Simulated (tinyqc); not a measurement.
# Resonant-tunnelling diode, transfer matrices and Tsu-Esaki current: what changes with what

Emitter (band edge 0), barrier d1, well Lw, barrier d2, spacer ds, collector (edge -V). The bias drops linearly over these layers and none in the contacts; each layer is cut into ns equal slices, flat at the value of their centres. E is the energy of motion across the layers, C = hbar^2/(2 m0), psi and psi'/m are continuous. Transport is coherent, T(E) is taken as independent of the transverse momentum, and charge in the well is ignored.

Values chosen for this exercise; masses and offsets of a made-up heterostructure:
- T = 150 K (temperature)
- mw = 0.025 m0 (mass in the well, spacer and contacts)
- U1 = 1.5 eV (barrier height)
- m1 = 0.16 m0 (barrier mass)
- d1 = 0.8 nm (emitter barrier)
- Lw = 3.8 nm (well width)
- d2 = 0.8 nm (collector barrier)
- ns = 3 (slices in each layer)
- ds = 2.7 nm (undoped spacer after the collector barrier)
- Ef = 0.21 eV (Fermi energy of both contacts above their band edges)
- V = 0.22 V (bias of the collector)

Constants: q = 1.602176634e-19 C, kB = 1.380649e-23 J/K, hbar = 1.054571817e-34 J s, m0 = 9.1093837015e-31 kg, Vt = kB T/q, hbar^2/(2 m0) = 0.0380998212 eV nm^2. Results are converted to the units shown.

Each table varies one quantity; the others keep the values above.

## Current against voltage

For the pair (psi, psi'/m) a flat layer has M = [[cos kd, (m/k) sin kd], [-(k/m) sin kd, cos kd]] with k = sqrt(m (E - U)/C) above its edge U, and M = [[cosh Kd, (m/K) sinh Kd], [(K/m) sinh Kd, cosh Kd]] with K = sqrt(m (U - E)/C) below it. Later slices stand to the left. With M acting on (psi, psi'/m) and v = k/m in each lead, T(E) = 4 vL vR/[(vL vR M12 - M21)^2 + (vR M11 + vL M22)^2]. J = J0 times the integral over E > 0 of T(E) N(E), N = ln[(1 + exp((Ef - E)/Vt))/(1 + exp((Ef - V - E)/Vt))], J0 = q^2 mw m0 kB T/(2 pi^2 hbar^3) (times 1e-4 for A/cm^2 per eV). The integral is converged to the digits shown.

Results:

| V (V) | J (kA/cm^2) |
|---|---|
| 0.07 | 113.5 |
| 0.224 | 510.4 |
| 0.301 | 739.8 |
| 0.378 | 951.3 |
| 0.454 | 1120 |
| 0.531 | 1211 |
| 0.608 | 1114 |
| 0.685 | 366.6 |
| 0.762 | 91.53 |
| 0.839 | 52.96 |
| 0.915 | 37.90 |
| 0.992 | 29.87 |

Estimate the missing row, V = 0.147 V.

Computed row:

| V (V) | J (kA/cm^2) |
|---|---|
| 0.147 | 287.4 |

With this row back in the table: Among the rows the current peaks at 1210 kA/cm^2 at V = 0.531 V and falls to 29.9 kA/cm^2 at 0.992 V, a ratio of 40.5 (it is still falling in the last row, so the valley lies there or beyond). At zero bias the resonance lies at 0.234 eV and the centre of the well takes the share 0.333 of the bias, so the level should reach the emitter band edge near V = 0.703 V; beyond that only the tail of the broadened level (width 17.8 meV at zero bias) and off-resonant tunnelling carry current. Without scattering and space charge the valley comes out far lower than in a real diode. In 8 of the 13 rows the bias alone exceeds 0.4 V, so electrons enter the collector far above its band edge, where real bands are no longer parabolic.

## Effect of the Fermi energy

Same model as above.

Er is the first maximum of T(E) at this bias.

Effect of the Fermi energy:

| Ef (eV) | N at Er = 0.1603 eV | J (kA/cm^2) |
|---|---|---|
| 0.04 | 9.080e-5 | 0.4880 |
| 0.074 | 0.001259 | 2.325 |
| 0.108 | 0.01734 | 10.05 |
| 0.141 | 0.2027 | 47.58 |
| 0.175 | 1.415 | 202.0 |
| 0.209 | 3.790 | 489.0 |
| 0.243 | 6.400 | 821.1 |
| 0.276 | 8.951 | 1154 |

J rises from 0.488 to 1150 kA/cm^2, a factor of 2370, while N at the resonance grows by 98600. They differ because with Ef well below Er the tail of the resonance at lower energy carries a larger share.

## Resonance against bias

The resonance is the first maximum of T(E) for E > 0, G its full width at half maximum. For a sharp resonance J = J0 (pi G/2) Tp N(Er), with Er the peak energy, Tp the peak transmission and G the full width at half maximum (in eV).

Resonance against bias:

| V (V) | Er (eV) | Tp | G (meV) | J (kA/cm^2) | one-resonance J (kA/cm^2) |
|---|---|---|---|---|---|
| 0.07 | 0.2110 | 0.9993 | 17.54 | 113.5 | 93.83 |
| 0.158 | 0.1813 | 0.9955 | 17.20 | 317.5 | 326.4 |
| 0.246 | 0.1514 | 0.9867 | 16.87 | 576.6 | 621.5 |
| 0.334 | 0.1212 | 0.9702 | 16.53 | 833.9 | 905.1 |
| 0.422 | 0.09071 | 0.9409 | 16.11 | 1056 | 1149 |
| 0.51 | 0.05999 | 0.8865 | 15.51 | 1198 | 1311 |
| 0.598 | 0.02906 | 0.7662 | 14.48 | 1146 | 1276 |

Er falls from 0.211 to 0.0291 eV, by 0.345 eV a volt, against the share 0.333 of the bias at the centre of the well. Tp falls from 0.999 to 0.766: the bias makes equal barriers unequal. The one-resonance current is 17 % below the full integral in the first row and 11 % above it in the last. In 3 of the 7 rows the bias alone exceeds 0.4 V, so electrons enter the collector far above its band edge, where real bands are no longer parabolic.

Program tinyqc, `OMP_NUM_THREADS=1 python tinyqc.py 2600065 2600066 out.jsonl`; Intel Xeon 2.30GHz, shared host, one thread, about 0.2 s.
